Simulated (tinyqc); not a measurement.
LDA (VWN5) atom on a uniform radial grid, spin-unpolarised, for Be+, step by step. Computed by tinyqc, a small Python program that keeps every step. Settings: Z = 4, points = 64, R = 11.3, functional = lda,vwn, mixing = 0.6, iteration cap = 86. Command: `OMP_NUM_THREADS=1 python tinyqc.py 30537 30538 out.jsonl` (the two numbers bound the seeds that draw the settings). One thread of a shared host (Intel(R) Xeon(R) Processor @ 2.60GHz), about 0.03 s of CPU time with the checks. Later iterations appear only in the table of the cycle.

## Iteration 1

Spherical atom on a uniform radial grid r_j = j h with h = R/(N + 1), h sum u^2 = 1 and integrals as h times sums, u(0) = u(R) = 0 (atomic units):
```
parameter            value
Z                        4
points N                64
R                11.300000
h                 0.173846
mixing            0.600000
electrons in 1s          2
electrons in 2s          1
```

Three-point differences turn -u''/2 + [l(l+1)/2r^2 - Z/r + V] u = e u into a tridiagonal matrix (diagonal 1/h^2 + potential, off-diagonal -1/2h^2). D = sum f u^2; the Hartree potential y/r solves y'' = -D/r with y(0) = 0, y(R) = N_e; v_xc comes from rho = D/(4 pi r^2); E = sum f e - int D V + int D (V_H/2 + eps_xc); V(new) = V + mixing (V_H + v_xc - V).

eigenvalues (hartree): [-7.2137, -1.9430]

Every 4th grid point:
```
r          V in     u(1s)      u(2s)         D     V_H       v_xc
0.6954   0.0000    0.7521    -0.3245    1.2367  3.5621    -0.6457
1.3908   0.0000    0.1122    -0.8605    0.7657  2.0556    -0.3630
2.0862   0.0000    0.0126    -0.5963    0.3558  1.4256    -0.2248
2.7815   0.0000    0.0012    -0.2940    0.0864  1.0772    -0.1238
3.4769   0.0000  1.17e-04    -0.1229    0.0151  0.8627    -0.0644
4.1723   0.0000  1.04e-05    -0.0466    0.0022  0.7190    -0.0322
4.8677   0.0000  9.08e-07    -0.0165  2.74e-04  0.6163    -0.0155
5.5631   0.0000  7.74e-08    -0.0056  3.14e-05  0.5393    -0.0073
6.2585   0.0000  6.50e-09    -0.0018  3.37e-06  0.4794    -0.0033
6.9538   0.0000  5.39e-10    -0.0006  3.42e-07  0.4314    -0.0015
7.6492   0.0000  4.42e-11  -1.82e-04  3.32e-08  0.3922    -0.0006
8.3446   0.0000         0  -5.57e-05  3.11e-09  0.3595  -2.80e-04
9.0400   0.0000         0  -1.68e-05  2.82e-10  0.3319  -1.20e-04
9.7354   0.0000         0  -4.98e-06  2.48e-11  0.3082  -5.12e-05
10.4308  0.0000         0  -1.41e-06         0  0.2876  -9.95e-06
11.1262  0.0000         0  -1.98e-07         0  0.2696     0.0000
```

total energy = -12.170081 hartree

## Iteration 2

As before.

eigenvalues (hartree): [-4.7758, -0.9362]

Every 4th grid point:
```
r          V in     u(1s)      u(2s)         D     V_H       v_xc
0.6954   1.7498    0.8211    -0.1290    1.3650  3.3872    -0.6659
1.3908   1.0155    0.1701    -0.7167    0.5715  1.9731    -0.3320
2.0862   0.7205    0.0278    -0.6971    0.4874  1.3990    -0.2473
2.7815   0.5721    0.0041    -0.4791    0.2296  1.0708    -0.1658
3.4769   0.4790    0.0006    -0.2807    0.0788  0.8614    -0.1054
4.1723   0.4121  7.87e-05    -0.1501    0.0225  0.7188    -0.0651
4.8677   0.3605  1.05e-05    -0.0758    0.0057  0.6163    -0.0393
5.5631   0.3192  1.37e-06    -0.0368    0.0014  0.5393    -0.0234
6.2585   0.2856  1.78e-07    -0.0173  3.00e-04  0.4793    -0.0137
6.9538   0.2580  2.29e-08    -0.0080  6.38e-05  0.4314    -0.0079
7.6492   0.2349  2.92e-09    -0.0036  1.31e-05  0.3922    -0.0045
8.3446   0.2155  3.70e-10    -0.0016  2.60e-06  0.3595    -0.0025
9.0400   0.1990  4.67e-11    -0.0007  5.04e-07  0.3319    -0.0014
9.7354   0.1849         0  -3.04e-04  9.25e-08  0.3082    -0.0008
10.4308  0.1726         0  -1.18e-04  1.40e-08  0.2876  -3.97e-04
11.1262  0.1618         0  -2.00e-05  3.99e-10  0.2696  -1.18e-04
```

total energy = -12.569642 hartree

## Iteration 3

As before.

eigenvalues (hartree): [-4.0265, -0.6304]

Every 4th grid point:
```
r          V in     u(1s)      u(2s)         D     V_H       v_xc
0.6954   2.3327    0.8387    -0.0745    1.4124  3.3138    -0.6731
1.3908   1.3909    0.1917    -0.6269    0.4664  1.9303    -0.3120
2.0862   0.9793    0.0354    -0.6932    0.4830  1.3793    -0.2466
2.7815   0.7719    0.0060    -0.5416    0.2934  1.0639    -0.1784
3.4769   0.6452    0.0010    -0.3613    0.1306  0.8593    -0.1225
4.1723   0.5571  1.53e-04    -0.2205    0.0486  0.7182    -0.0818
4.8677   0.4903  2.36e-05    -0.1272    0.0162  0.6161    -0.0537
5.5631   0.4372  3.59e-06    -0.0706    0.0050  0.5392    -0.0348
6.2585   0.3937  5.40e-07    -0.0382    0.0015  0.4793    -0.0223
6.9538   0.3573  8.08e-08    -0.0202  4.10e-04  0.4314    -0.0141
7.6492   0.3266  1.20e-08    -0.0106  1.12e-04  0.3922    -0.0089
8.3446   0.3004  1.78e-09    -0.0054  2.95e-05  0.3595    -0.0055
9.0400   0.2779  2.63e-10    -0.0028  7.56e-06  0.3319    -0.0034
9.7354   0.2584  3.87e-11    -0.0013  1.81e-06  0.3082    -0.0020
10.4308  0.2414         0    -0.0006  3.39e-07  0.2876    -0.0011
11.1262  0.2264         0  -1.04e-04  1.07e-08  0.2696  -3.49e-04
```

total energy = -12.617828 hartree

## Convergence

Stop when input and output potentials agree to 1e-7.

Course of the cycle (hartree):
```
iteration           E    e(1s)    e(2s)  largest |V(out) - V(in)|
1          -12.170081  -7.2137  -1.9430                  5.31e+00
2          -12.569642  -4.7758  -0.9362                  1.57e+00
3          -12.617828  -4.0265  -0.6304                  4.37e-01
4          -12.623199  -3.8020  -0.5319                  1.21e-01
5          -12.623830  -3.7359  -0.4991                  3.56e-02
6          -12.623912  -3.7169  -0.4882                  1.07e-02
7          -12.623923  -3.7116  -0.4845                  3.79e-03
8          -12.623924  -3.7102  -0.4833                  1.36e-03
9          -12.623925  -3.7099  -0.4829                  4.83e-04
10         -12.623925  -3.7099  -0.4828                  1.71e-04
11         -12.623925  -3.7099  -0.4827                  5.96e-05
12         -12.623925  -3.7099  -0.4827                  2.73e-05
13         -12.623925  -3.7099  -0.4827                  1.31e-05
14         -12.623925  -3.7099  -0.4827                  6.09e-06
15         -12.623925  -3.7099  -0.4827                  2.87e-06
16         -12.623925  -3.7099  -0.4827                  1.33e-06
17         -12.623925  -3.7099  -0.4827                  5.99e-07
18         -12.623925  -3.7099  -0.4827                  2.67e-07
19         -12.623925  -3.7099  -0.4827                  1.18e-07
20         -12.623925  -3.7099  -0.4827                  5.13e-08
```

Converged in 20 iterations. A uniform grid resolves the cusp poorly: for a bare nucleus this grid gives 1s at -7.21366 against -Z^2/2 = -8 hartree. Before convergence this energy mixes input and output and is not variational, so it may rise towards its limit.
